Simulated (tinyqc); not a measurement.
X-ray reflectivity of a thin film on silicon: critical angles, Parratt recursion, fringes and roughness: one step, computed by the program tinyqc.

n = 1 - delta + i beta; the classical electron radius is r_e = 2.8179403e-6 nm. Layer 0 is vacuum, 1 the film, 2 the substrate.

Problem. Fringe period, contrast and decay. Far above the critical angle the period is d theta = lambda/(2 d), or 2 pi/d in q; the envelope runs between (|r_01| - |r_12 p|)^2 and (|r_01| + |r_12 p|)^2; contrast = 2 a b/(a^2 + b^2) with a = |r_01|, b = |r_12 p|; roughness factors on the amplitudes are about exp(-q^2 sigma^2/2).

Inputs (values chosen for the exercise, modelled on copper on silicon, copper K-alpha radiation): wavelength lambda = 0.15406 nm; film thickness d = 19.4 nm; roughness of the surface sigma_1 = 0.85 nm; roughness of the interface sigma_2 = 0.12 nm.

1000 r_01 = 8.127720-0.228685i

1000 r_12 = -19.49817+0.53741i

p = -0.9510096+0.0333507i

q = 4 pi sin(theta)/lambda = 1.879026 1/nm

Give: period in theta; period in q; contrast; roughness factor, surface; roughness factor, interface.

Solution.

period in theta = 0.2275 degrees

period in q = 0.3239 1/nm

contrast = 0.7351

roughness factor, surface = 0.2793

roughness factor, interface = 0.9749
